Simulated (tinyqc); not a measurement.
FinFET, parasitic resistance, capacitance and delay: course of the iteration: fin currents at Vgs = Vdd, Vds = Vdd/2.

Nf fins under one contact; each has gated perimeter p = 2 Hf + Wf and cross-section A = Hf Wf; contact width Wc = Nf pf, stack height Hs = Hf. Contact length Lc = CPP - Lg - 2 Lsp, shared by two neighbouring gates. Source and drain sides are equal. The formulas are first-order estimates, not field solutions.

One fin: I = p Q vx u/(1 + |u|^1.8)^(1/1.8), Q = Cinv n Vt ln(1 + exp((Vg' - VT + dl Vd')/(n Vt))), u = Vd' mu/(vx Lg), Vg' = Vgs - v, Vd' = Vds - 2 v, with the drop on each side v = Rc (sum of I) + Rx I. I(new) = I(out).

Stop when the largest change of I is below 1e-6 uA, or after 20 iterations.

Parameters, values chosen for the exercise; values close to those of silicon logic devices:
- T = 300 K (temperature)
- Hf = 50 nm (fin height)
- Wf = 6 nm (fin width)
- Lg = 14 nm (gate length)
- Cinv = 3.3 uF/cm^2 (inversion capacitance)
- vx = 1.3e7 cm/s (injection velocity)
- mu = 190 cm^2/(V s) (apparent mobility)
- VT = 0.2 V (threshold at zero drain voltage)
- dl = 0.059 V/V (barrier lowering)
- n = 1.2 (subthreshold factor)
- Vdd = 0.65 V (supply voltage)

Constants: q = 1.602176634e-19 C, kB = 1.380649e-23 J/K, Vt = kB T/q. Results are converted to the units shown.

I at the start (uA): fin 1 0, fin 2 0
Rc = 446.235 ohm
Rx = 84 ohm

Course of the iteration:
```
iteration  total I (uA)  largest |change| of one entry (uA)
1               402.486                                 201
2              -126.756                                 265
3               473.528                                 300
4              -151.745                                 313
5               486.963                                 319
6              -150.877                                 319
7               486.499                                 319
8              -150.925                                 319
9               486.524                                 319
...                 ...                                 ...
12             -150.922                                 319
13              486.523                                 319
14             -150.922                                 319
15              486.523                                 319
16             -150.922                                 319
17              486.523                                 319
18             -150.922                                 319
19              486.523                                 319
20             -150.922                                 319
```

Did this iteration meet its convergence test, and what does its course show?

No. Not converged within 20 iterations. The total swings between -150.9 and 486.5 for good. The largest eigenvalue of dI(out)/dI at the solution has size 1.30: above one, so substitution cannot converge. A rerun with the update damped to 0.5 converges in 11 iterations.

tinyqc, about 0.02 s, one thread, Intel Xeon 2.30GHz (shared host): `OMP_NUM_THREADS=1 python tinyqc.py 2170009 2170010 out.jsonl`
